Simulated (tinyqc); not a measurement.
Worked calculation: Hubbard chain of 4 sites. Computed by tinyqc, a small Python program that keeps every step. Settings: hopping = 1.24, U = 10.5, mixing = 0.2, iteration cap = 67. Command: `OMP_NUM_THREADS=1 python tinyqc.py 29698 29699 out.jsonl` (the two numbers bound the seeds that draw the settings). One thread of a shared host (Intel(R) Xeon(R) Processor @ 2.60GHz), about 0.2 s of CPU time with the checks.

one-body matrix (hopping and site energies) (eV), lower triangle:
```
           1          2          3         4
1   0.000000
2  -1.240000   0.000000
3   0.000000  -1.240000   0.000000
4   0.000000   0.000000  -1.240000  0.000000
```

U = 10.500000 eV

electrons, up and down: 1  1

n(up) at the start (a guess, not normalised): 1 0.700000, 2 0.000000, 3 0.700000, 4 0.000000

n(down) at the start (a guess): 1 0.000000, 2 0.700000, 3 0.000000, 4 0.700000

Each step fills the lowest levels of T + U n(other spin) and sets n(new) = n + mixing (n(out) - n); stop when output and input agree to 1e-8.

Course of the cycle:
```
iteration       E (eV)  largest |n(out) - n(in)|  mean |n_up - n_down|
1          -1.19954124                  4.41e-01              0.438857
2          -1.25115463                  3.26e-01              0.433284
3          -1.28853771                  2.46e-01              0.427142
4          -1.31715598                  1.94e-01              0.420621
5          -1.34130526                  1.62e-01              0.413821
6          -1.36514095                  1.45e-01              0.406691
7          -1.39435473                  1.41e-01              0.398974
8          -1.43847663                  1.48e-01              0.390106
9          -1.51289327                  1.64e-01              0.379069
10         -1.63542617                  1.82e-01              0.364286
11         -1.80997856                  1.93e-01              0.385634
...                ...                       ...                   ...
57         -2.72568814                  4.98e-04              0.479654
58         -2.72568824                  4.29e-04              0.479648
59         -2.72568832                  3.69e-04              0.479644
60         -2.72568838                  3.18e-04              0.479640
61         -2.72568842                  2.74e-04              0.479636
62         -2.72568845                  2.36e-04              0.479633
63         -2.72568847                  2.03e-04              0.479630
64         -2.72568849                  1.75e-04              0.479628
65         -2.72568850                  1.51e-04              0.479626
66         -2.72568851                  1.30e-04              0.479625
67         -2.72568852                  1.12e-04              0.479623
```

Can the last value be used, and what does the course show?

Not by the stop rule, although the second column moves by less than 1e-07 over the last three steps. Not converged within 67 iterations: the residual falls steadily but slowly, by a factor of about 0.86 a step. The lowest mean-field energy found from random starts is -2.72569 eV. Reruns (cap 100 unless said): mixing 0.5: converged in 47 (E = -2.72569); mixing 0.9: converged in 22 (E = -2.72569); the original settings with a cap of 400: converged in 131 (E = -2.72569).
